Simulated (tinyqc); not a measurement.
# Berg model of reactive sputtering of a nitride or oxide: poisoning, hysteresis and pumping speed, step by step

A worked calculation. Computed by tinyqc, a small Python program that keeps every step. Command: `OMP_NUM_THREADS=1 python tinyqc.py 3000789 3000790 out.jsonl berg walk`. One thread of a shared host (Intel(R) Xeon(R) Processor @ 2.30GHz), about 0.08 s of CPU time with the checks. Intermediate numbers are printed to about 6 digits and carried at full precision; extremes and crossings named in words are read from the listed rows.

A diatomic gas reacts with bare metal on the target and on the collecting surfaces; ions remove metal and compound from the target. theta_t and theta_c are the compound fractions.

Inputs (values chosen for the exercise, close to those used for tantalum nitride):

| quantity | value | unit |
|---|---|---|
| ion current density J | 44 | mA/cm^2 |
| target area A_t | 250 | cm^2 |
| collecting area A_c | 2400 | cm^2 |
| metal yield Y_m | 0.55 | - |
| compound yield Y_c | 0.21 | - |
| sticking coefficient alpha | 0.63 | - |
| reactive atoms per metal atom z | 1 | - |
| gas mass M | 28 | u |
| pumping speed S | 41 | l/s |
| gas temperature T | 300 | K |
| reactive partial pressure P | 0.0051 | Pa |

Constants: e = 1.602176634e-19 C; u = 1.6605390666e-27 kg; k_B = 1.380649e-23 J/K.

## Steady state at the pressure P

Ion flux j = J/e; gas flux F = P/sqrt(2 pi M k_B T). Target: (2/z) alpha F (1 - theta_t) = j Y_c theta_t. Sputtered flows F_c = j Y_c theta_t A_t, F_m = j Y_m (1 - theta_t) A_t. Collector: (2/z) alpha F (1 - theta_c) A_c + F_c (1 - theta_c) = F_m theta_c. Gas use Q = alpha F [(1 - theta_t) A_t + (1 - theta_c) A_c] + P S/(k_B T); 1 sccm = 4.4780e17 molecules/s. Rate R = F_m + F_c, given relative to j Y_m A_t.

ion flux j = 2.74626e+17 1/(cm^2 s)

gas flux F = 1.46614e+16 1/(cm^2 s)

theta_t = 0.242608

theta_c = 0.625820

gas use (sccm): target 3.9056, collector 18.5235, pump 0.1127

total flow Q = 22.5418 sccm

rate relative to clean metal = 0.850024

The target is mostly metallic. The film is 62.6 % compound.

## Critical pumping speed

P is a single-valued function of the flow Q only if dQ/dP > 0 everywhere: S must exceed k_B T times the steepest fall of the surface terms with P.

pressure of the steepest fall = 0.0235210 Pa

critical pumping speed = 256.095 l/s

S is 0.16 times the critical value: the flow curve is S-shaped and flow control shows hysteresis.

## The hysteresis loop

Turning points solve dQ/dP = 0; a jump keeps Q fixed; the width of the loop is the difference of the two turning flows.

Corners of the loop:

| point | P (Pa) | Q (sccm) | theta_t | theta_c | relative rate |
|---|---|---|---|---|---|
| edge of the metallic branch | 0.013510 | 26.2279 | 0.459030 | 0.858625 | 0.716236 |
| landing, poisoned | 0.414961 | 26.2279 | 0.963049 | 0.999615 | 0.404661 |
| edge of the poisoned branch | 0.116820 | 21.7229 | 0.880055 | 0.995614 | 0.455966 |
| landing, metallic | 0.004585 | 21.7229 | 0.223586 | 0.595055 | 0.861783 |

width of the loop = 4.50505 sccm

Raising the flow past 26.2 sccm drops the rate from 0.716 to 0.405; the metallic mode returns only below 21.7 sccm. The best film reachable on the metallic branch is 86 % compound, so the region between needs pressure feedback. The pressure P of the inputs lies on the metallic branch.

## Flow curve at three pumping speeds

The formulas are those given above.

Pressure as the free variable:

| P (Pa) | theta_t | theta_c | relative rate | Q at S_c/4 (sccm) | Q at S_c (sccm) | Q at 2 S_c (sccm) |
|---|---|---|---|---|---|---|
| 0.0012 | 0.070087 | 0.245774 | 0.956674 | 9.9550 | 10.0793 | 10.2449 |
| 0.0024 | 0.130993 | 0.409461 | 0.919023 | 15.9489 | 16.1974 | 16.5288 |
| 0.0047 | 0.227916 | 0.602251 | 0.859106 | 21.9773 | 22.4640 | 23.1129 |
| 0.0082 | 0.339944 | 0.753494 | 0.789853 | 25.3763 | 26.2255 | 27.3577 |
| 0.0140 | 0.467889 | 0.864735 | 0.710759 | 26.3974 | 27.8471 | 29.7802 |
| 0.0240 | 0.601178 | 0.935189 | 0.628363 | 25.6050 | 28.0903 | 31.4041 |
| 0.0380 | 0.704727 | 0.968293 | 0.564351 | 24.3519 | 28.2871 | 33.5339 |
| 0.0590 | 0.787490 | 0.984924 | 0.513188 | 23.3479 | 29.4577 | 37.6041 |
| 0.0940 | 0.855155 | 0.993449 | 0.471359 | 22.9884 | 32.7227 | 45.7016 |
| 0.1900 | 0.922681 | 0.998250 | 0.429615 | 24.6407 | 44.3162 | 70.5503 |

At S_c/4 the flow falls with pressure in 4 of the intervals: as the target poisons, less metal arrives to getter the gas. At 2 S_c it rises throughout. Coverages and rate depend on P alone, not on S. The collector converts before the target (theta_c = 0.86 at theta_t = 0.47), since the metal is spread over a larger area and no ions clean it. The rate tends to Y_c/Y_m = 0.382.

Checks made by the program: gas taken up by surfaces against gas bound in the growing film (relative difference below 1e-10).
